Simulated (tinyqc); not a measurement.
# Quantum limit of the contact resistance of a two-dimensional channel: two studies

Parabolic band with gv valleys, C = hbar^2/(2 m0), eta = (EF - Ec)/(kB T). Landauer picture: each mode conducts 2 q^2/h, and the contacts and the channel add incoherently in series, 1/Tt - 1 = 2 (1/tc - 1) + L/lam for the total transmission Tt.

Values chosen for this exercise:
```
symbol,value,unit,meaning
T,300,K,temperature
m,0.29,m0,mass
gv,2,,valleys
n,4.9e12,cm^-2,carrier density
tc,1,,transmission of each contact
lam,21,nm,back-scattering length of the channel
```

Constants: q = 1.602176634e-19 C, kB = 1.380649e-23 J/K, hbar = 1.054571817e-34 J s, h = 6.62607015e-34 J s, m0 = 9.1093837015e-31 kg, Vt = kB T/q, hbar^2/(2 m0) = 0.0380998212 eV nm^2. Results are converted to the units shown.

Each table varies one quantity; the others keep the values above.

## Quantum limit against density

n = N ln(1 + exp(eta)), N = gv m kB T/(2 pi C); modes per width M = gv sqrt(m kB T/C) Fm(eta)/(2 sqrt(pi)), Fm(x) = (1/sqrt(pi)) int_0^infinity u^(-1/2)/(1 + exp(u - x)) du; at zero temperature M0 = gv kF/pi, kF = sqrt(2 pi n/gv). kB T in eV. RQ = (h/2q^2)/M for the whole device, R = RQ/Tt; the part of one contact is Rc = RQ (1/tc - 1/2) and the channel adds RQ L/lam.

Quantum limit against density:

| n (cm^-2) | eta | M (1/um) | M0 (1/um) | RQ/2 (ohm um) |
|---|---|---|---|---|
| 1.4e11 | -3.790 | 5.568 | 42.22 | 1159 |
| 3.4e11 | -2.886 | 13.43 | 65.80 | 480.4 |
| 8.3e11 | -1.954 | 32.28 | 102.8 | 199.9 |
| 2e12 | -0.9777 | 74.92 | 159.6 | 86.14 |
| 5e12 | 0.2002 | 171.0 | 252.3 | 37.74 |
| 1.2e13 | 1.757 | 340.6 | 390.9 | 18.95 |
| 3e13 | 4.781 | 604.0 | 618.0 | 10.68 |
| 7.3e13 | 11.65 | 961.1 | 964.1 | 6.715 |

What does the table show?

The limit for one contact, RQ/2, falls from 1160 to 6.71 ohm um, as n^(-0.99) between the first two rows (eta = -3.8) and n^(-0.52) between the last two (eta = 12); the non-degenerate power is -1 and the degenerate one -1/2. M0 is 7.58 times M in the first row and 0.32 % above it in the last. In 1 of the 8 rows EF lies more than 0.3 eV above Ec, where real bands are no longer parabolic.

## Total resistance against length

Same model as above.

kB T in eV.

Total resistance against length:

| L (nm) | R (ohm um) | share of the contacts (%) |
|---|---|---|
| 2 | 84.10 | 91.30 |
| 5.2 | 95.81 | 80.15 |
| 13 | 124.3 | 61.76 |
| 34 | 201.1 | 38.18 |
| 88 | 398.6 | 19.27 |
| 230 | 917.8 | 8.367 |
| 580 | 2198 | 3.494 |

Read the table: what changes, and by how much?

R is a straight line in L with intercept 2 Rc = 76.8 ohm um; the share of the contacts falls from 91.3 to 3.49 % and is one half at L = lam (2/tc - 1) = 21.0 nm.

Numbers from tinyqc (`OMP_NUM_THREADS=1 python tinyqc.py 2760115 2760116 out.jsonl`; about 0.01 s on one thread of a shared Intel Xeon 2.30GHz).
